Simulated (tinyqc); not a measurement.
Body thickness for a wanted scale length.

Problem. A double-gate structure has tan(pi ti/Lambda) tan(pi ts/(2 Lambda)) = ei/eps_r, both angles below pi/2. Find ts.

Inputs (values chosen for the exercise); permittivities: semiconductor made up, insulator close to that of zirconium oxide: relative permittivity of the semiconductor eps_r = 12.6; relative permittivity of the insulator ei = 25.1; insulator thickness ti = 2.1 nm.

Lambda = 8.0299889 nm

Solution. The condition is explicit in ts: an arctangent, taken between 0 and pi/2.

ts = 5.50 nm

tinyqc, about 0.01 s, one thread, Intel Xeon 2.30GHz (shared host): `OMP_NUM_THREADS=1 python tinyqc.py 2420068 2420069 out.jsonl`
